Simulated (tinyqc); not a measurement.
UKS/PBE0 in the sto-3g basis, for Li, spin multiplicity 2, step by step. One step of it, computed by the program tinyqc.

Problem. Orthogonalisation. S = U s U^T; symmetric (Loewdin) form X = U s^(-1/2) U^T, so that X^T S X = 1.

overlap S:
```
           1Li 1s    1Li 2s   1Li 2px   1Li 2py   1Li 2pz
1Li 1s   1.000000  0.241137  0.000000  0.000000  0.000000
1Li 2s   0.241137  1.000000  0.000000  0.000000  0.000000
1Li 2px  0.000000  0.000000  1.000000  0.000000  0.000000
1Li 2py  0.000000  0.000000  0.000000  1.000000  0.000000
1Li 2pz  0.000000  0.000000  0.000000  0.000000  1.000000
```

Give: eigenvalues of S; X.

Solution.

eigenvalues of S: 0.759  1.000  1.000  1.000  1.241

X:
```
         1Li 1s  1Li 2s  1Li 2px  1Li 2py  1Li 2pz
1Li 1s    1.023  -0.125    0.000    0.000    0.000
1Li 2s   -0.125   1.023    0.000    0.000    0.000
1Li 2px   0.000   0.000    1.000    0.000    0.000
1Li 2py   0.000   0.000    0.000    1.000    0.000
1Li 2pz   0.000   0.000    0.000    0.000    1.000
```
